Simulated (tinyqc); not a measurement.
Adsorption as a lattice gas: isotherms with interactions, competition, desorption peaks and saturation dose: one step, computed by the program tinyqc.

One adsorbate per site; a molecule needs 1 empty site. Gas and surface have the same temperature.

Problem. Desorption peak without interaction. The peak obeys E/(k_B T_p^2) = (nu/beta) exp(-E/(k_B T_p)) exactly. Redhead's shortcut, with the constant 3.46 (3.64 is also in use), reads E back as k_B T_p [ln(nu' T_p/beta) - 3.46], nu' = nu.

Inputs (values chosen for the exercise, for a model surface): desorption energy E = 1.52 eV; prefactor nu = 3.7e+13 1/s; heating rate beta = 2.8 K/s.

Adsorption: molecular (first order).

Constants: k_B = 8.617333262e-05 eV/K.

Give: peak temperature T_p; E by Redhead's shortcut.

Solution.

peak temperature T_p = 534.6 K

E by Redhead's shortcut = 1.522 eV

The shortcut misses by +0.11 %, since 3.46 stands for ln(E/(k_B T_p)) = 3.50. A prefactor wrong by a factor 100 would shift E by 0.212 eV.
